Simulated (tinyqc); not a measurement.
Interdiffusion in a binary couple: Darken equations, Kirkendall shift and Boltzmann-Matano analysis: one step, computed by the program tinyqc.

x is the mole fraction of B; the molar volume is constant, and the two halves are long enough to count as infinite.

Task: Diffusivities at one composition. D*_i(x) = D*_i(0) exp(k x); thermodynamic factor Phi = 1 - 2 W x (1 - x)/(k_B T); intrinsic D_i = D*_i Phi; interdiffusion D~ = x D_A + (1 - x) D_B.

Inputs (values chosen for the exercise, for a model alloy A-B): tracer diffusivity D*_A(0) = 1.8e-15 m^2/s; tracer diffusivity D*_B(0) = 9.7e-15 m^2/s; slope k of ln D* with x = -2; regular-solution parameter W = -0.15 eV; temperature T = 1360 K; composition x for the local step = 0.45.

Vacancy-wind correction: none.

Constants: k_B = 8.617333262e-05 eV/K.

Give: thermodynamic factor Phi; intrinsic D_A; intrinsic D_B; interdiffusion coefficient D~ at the local x.

Result:

thermodynamic factor Phi = 1.634

intrinsic D_A = 1.195e-15 m^2/s

intrinsic D_B = 6.442e-15 m^2/s

interdiffusion coefficient D~ at the local x = 4.081e-15 m^2/s

A negative W (tendency to order or compound) speeds mixing: Phi is above 1.
